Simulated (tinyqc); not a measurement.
Worked calculation: RHF in the 3-21g basis, for H3+, spin multiplicity 1. One step of it, computed by the program tinyqc.

Problem. Iteration 2: DIIS coefficients. Solve [B -1; -1 0][c; lambda] = [0; -1] for the coefficients, which sum to one.

B (overlaps of the stored error matrices):
```
               1              2
1  3.7352648e+00  6.4039464e-01
2  6.4039464e-01  1.4318068e-01
```

Give: DIIS coefficients.

Solution.

DIIS coefficients: -0.1914  1.1914
